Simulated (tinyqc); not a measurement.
Length of a polyene: Hueckel, PPP and singles CI along the polyenes. Computed by the program tinyqc. Hueckel uses the same beta without repulsion; CIS keeps all single excitations and so misses the low, doubly excited 2Ag state. W is the valence ionisation energy of a centre, MN the Mataga-Nishimoto formula, f the oscillator strength.

All-trans chains of carbon centres 1.40 angstrom apart:

| parameter | value |
|---|---|
| beta (eV), times 1 +/- alternation | -2.350000 |
| alternation | 0.050000 |
| W (eV) | 11.160000 |
| gamma_rr (eV) | 10.420000 |
| repulsion formula | MN |

Gaps and excitations (eV):

| centres | Hueckel gap | PPP orbital gap | bright singlet (CIS) | f | lowest triplet (CIS) |
|---|---|---|---|---|---|
| 2 | 4.9350 | 10.1112 | 7.5569 | 0.6479 | 2.3131 |
| 4 | 3.1840 | 7.7988 | 5.3546 | 1.0505 | 1.4475 |
| 6 | 2.3860 | 6.6365 | 4.3153 | 1.4807 | 1.0580 |
| 8 | 1.9345 | 5.9387 | 3.7011 | 1.8878 | 0.8459 |
| 10 | 1.6453 | 5.4762 | 3.2948 | 2.2696 | 0.7165 |
| 12 | 1.4448 | 5.1498 | 3.0076 | 2.6293 | 0.6312 |

What does the comparison show, and why?

The Hueckel gap tends to 4 x alternation x |beta| = 0.47 eV for long chains. Exchange opens the PPP orbital gap, and the attraction of electron and hole brings the bright state 2.14 eV below it at 12 centres; the triplet lies 2.38 eV lower still.
